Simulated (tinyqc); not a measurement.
Electrons shared among three sets of ellipsoidal valleys, step by step. Values are carried at full precision from step to step, so a last printed digit may differ when a step is redone from the rounded ones.

Constants: hbar^2/2m0 = 3.80998211 eV angstrom^2; kB = 8.617333262e-05 eV/K.

Inputs chosen for the exercise (masses and offsets near those of InP; mobilities are free inputs, held fixed; the results hold for these values, not for the real material): ml = (0.078, 1.804, 1.248) m0 (longitudinal masses of Gamma, L, X); mt = (0.078, 0.1275, 0.2759) m0 (transverse masses); M = (1, 4, 3) (valleys in each set); T = 500 K; dE = (0, 0.496, 0.952) eV (edges of Gamma, L, X above the first); n = 4.4e+17 1/cm^3 (total electron density); mu = (4000, 570, 280) cm^2/(V s) (mobility of each set).

## Masses of each set

One valley: m_d = (ml mt^2)^(1/3). Whole set: m_de = M^(2/3) m_d. Mean over three axes: 1/m_c = (1/ml + 2/mt)/3. Anisotropy K = ml/mt.

m_d, m_de, m_c (m0) and K of each set:
```
set       m_d    m_de     m_c      K
Gamma  0.0780  0.0780  0.0780   1.00
L      0.3084  0.7771  0.1847  14.15
X      0.4563  0.9491  0.3727   4.52
```

m_de/m_c is 1.00 for Gamma, 4.21 for L, 2.55 for X: many anisotropic valleys give many states at a light conductivity mass. m_c is the mean over three axes; a set that holds only some of the equivalent valleys conducts with a mass that depends on direction.

## Effective densities of states

N_i = M_i times N = 2 (m kB T/(4 pi c))^(3/2) with c = hbar^2/2m0, in 1/angstrom^3; times 1e24 for 1/cm^3, with m = (ml mt^2)^(1/3).

kT = 0.043087 eV

N_i (1/cm^3): Gamma 1.1762e+18, L 3.6986e+19, X 4.9926e+19

## Fermi level and populations

F_j(eta) = (1/Gamma(j + 1)) integral_0^infinity x^j dx/(1 + exp(x - eta)), which tends to exp(eta) for eta << 0.

Solve n = sum_i N_i F_1/2((EF - dE_i)/kT), energies from the edge of the first set.

EF = -0.0367 eV

eta_i: Gamma -0.85, L -12.36, X -22.95

n_i (1/cm^3): Gamma 4.40e+17, L 1.58e+14, X 5.40e+09

shares: Gamma 0.9996, L 0.0004, X 0.0000

Gamma holds most electrons (100.0 %). Boltzmann weights N_i exp(-dE_i/kT) would give L a share of 0.0003.

## Drift and Hall mobility of the mixture

With f_i the shares, mu_drift = sum f_i mu_i; low-field Hall mobility mu_H = sum f_i mu_i^2/mu_drift (scattering and anisotropy factors set to 1); the Hall density is n mu_drift/mu_H; rho = 1/(e n mu_drift), e = 1.602176634e-19 C.

mu_drift = 3999 cm^2/(V s)
mu_H = 4000 cm^2/(V s)
Hall density = 4.40e+17 1/cm^3
rho = 0.00355 ohm cm

A Hall measurement would read 100.0 % of the true density. The mobilities are of the size met in pure crystals; at this density impurities would cut them and raise rho, by a factor of two to ten or more depending on crystal and density.

## Checks

- Share of L at n = 1e10 1/cm^3 against the Boltzmann weight: both 0.0003147.

Program tinyqc; command `OMP_NUM_THREADS=1 python tinyqc.py 1652117 1652118 out.jsonl`; about 0.01 s on one thread of a shared Intel(R) Xeon(R) Processor @ 2.30GHz.
